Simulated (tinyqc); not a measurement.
Front-illuminated p-i-n photodiode, quantum efficiency and bandwidth: one step of the calculation.

Light enters through a p layer (0 to xp), a depleted layer (xp to xp + wi) and a thick n substrate, decaying as exp(-al x); one pass, no back reflection. Carriers made in the depleted layer are all collected; those in the neutral layers diffuse.

Problem. Response at one frequency. Drift response for pairs made in the depleted layer, a = al wi, g = 1 - exp(-a), u = 2 pi i f, te = wi/ve, th = wi/vh: electrons He = [g - a (exp(-a) - exp(-u te))/(u te - a)]/(u te g), holes Hh = [g - a (1 - exp(-a - u th))/(a + u th)]/(u th g); C = eps0 eps_r pi (dia/2)^2/wi + Cp; total |He + Hh|/sqrt(1 + (2 pi f RL C)^2), for the current of the depleted layer alone.

Inputs (values chosen for the exercise); values close to those of germanium at this wavelength: absorption coefficient al = 6890 1/cm; relative permittivity eps_r = 15.7; thickness of the depleted layer wi = 1.7 um; electron drift velocity ve = 6.23e6 cm/s; hole drift velocity vh = 4.15e6 cm/s; diameter dia = 54 um; load resistance RL = 50 ohm; parasitic capacitance Cp = 100 fF; modulation frequency f = 15 GHz.

Constants: eps0 = 8.8541878128e-14 F/cm where lengths are in cm. Results are converted to the units shown.

Give: te; th; He; Hh; |He + Hh|; C; total response.

Solution.

te = 27.29 ps
th = 40.96 ps
He = 0.2971-0.3857i
Hh = 0.1351-0.2413i
|He + Hh| = 0.7615
C = 287.3 fF
total response = 0.4524

The drift response alone falls to 1/sqrt(2) at 16.9 GHz and the RC term alone at 11.1 GHz; together they give 8.92 GHz.

Computed by the program tinyqc: `OMP_NUM_THREADS=1 python tinyqc.py 2250001 2250002 out.jsonl`, one thread of a shared Intel Xeon 2.30GHz, about 0.01 s for the whole run.
